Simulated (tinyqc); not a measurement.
From slope dx/dz at the local x back to time t: interdiffusion in a binary couple: Darken equations, Kirkendall shift and Boltzmann-Matano analysis. Computed by tinyqc, a small Python program. Command: `OMP_NUM_THREADS=1 python tinyqc.py 3012024 3012025 out.jsonl darken inv`. One thread of a shared host (Intel(R) Xeon(R) Processor @ 2.30GHz), about 0.3 s of CPU time with the checks.

x is the mole fraction of B; the molar volume is constant, and the two halves are long enough to count as infinite.

Inputs (values chosen for the exercise, for a model alloy A-B):

| quantity | value | unit |
|---|---|---|
| tracer diffusivity D*_A(0) | 1e-16 | m^2/s |
| tracer diffusivity D*_B(0) | 4.7e-16 | m^2/s |
| slope k of ln D* with x | 0.52 | - |
| regular-solution parameter W | -0.11 | eV |
| temperature T | 1250 | K |
| left composition x_L | 0.15 | - |
| right composition x_R | 0.46 | - |
| composition x for the local step | 0.29 | - |

Vacancy-wind correction: Manning, fcc.

Constants: k_B = 8.617333262e-05 eV/K.

Method:
- D*_i(x) = D*_i(0) exp(k x); thermodynamic factor Phi = 1 - 2 W x (1 - x)/(k_B T); with f0 = 0.7815, M0 = 2 f0/(1 - f0), den = M0 ((1 - x) D*_A + x D*_B): D_A = D*_A Phi [1 + 2 (1 - x)(D*_A - D*_B)/den], D_B = D*_B Phi [1 - 2 x (D*_A - D*_B)/den]; interdiffusion D~ = x D_A + (1 - x) D_B.
- With lambda = z/sqrt(t), the profile solves d/dlambda (D~ dx/dlambda) + (lambda/2) dx/dlambda = 0 with x = x_L and x_R far to the left and right; z = 0 is the original interface. It is solved as a boundary-value problem in y = lambda/sqrt(D~ at the mean composition) on -12 < y < 12 (collocation, tolerance 1e-8).
- Read from the profile: the position z(x), the area -int_(x_L)^x z dx and the slope.

Question. A run gave the result below. Find the time t, known to lie between 2600 and 7300 s.

slope dx/dz at the local x = 0.04714655 1/um

Answer.

Each step takes the trial c = (a f_b - b f_a)/(f_b - f_a), f being the result less the target and a, b, c the logarithms of the listed values; c replaces end b, the old b replaces a if the sign of f changed, and otherwise f_a is halved.

Scan of the range:

| time t (s) | slope dx/dz at the local x (1/um) |
|---|---|
| 2600 | 0.0658171 |
| 3090 | 0.0603735 |
| 3670 | 0.0553978 |
| 4360 | 0.0508256 |
| 5170 | 0.0466745 |
| 6150 | 0.0427945 |
| 7300 | 0.0392793 |

False position (Illinois rule, in the logarithm of the input) inside the bracket:

| step | end a | end b | trial | slope dx/dz at the local x (1/um) |
|---|---|---|---|---|
| 1 | 4360.00 | 5170.00 | 5070.79 | 0.0471289 |
| 2 | 4360.00 | 5070.79 | 5063.53 | 0.0471627 |
| 3 | 5070.79 | 5063.53 | 5067.00 | 0.0471465 |
| 4 | 5063.53 | 5067.00 | 5067.00 | 0.0471465 |

Slope dx/dz at the local x falls at every point of a 13-point scan of the range (every second point is shown), so one value fits; it is bracketed by 4360 and 5170. The scan shows a pure power law with exponent -0.5000, so scaling from any one row also gives the answer directly. Answer: time t = 5067 s.
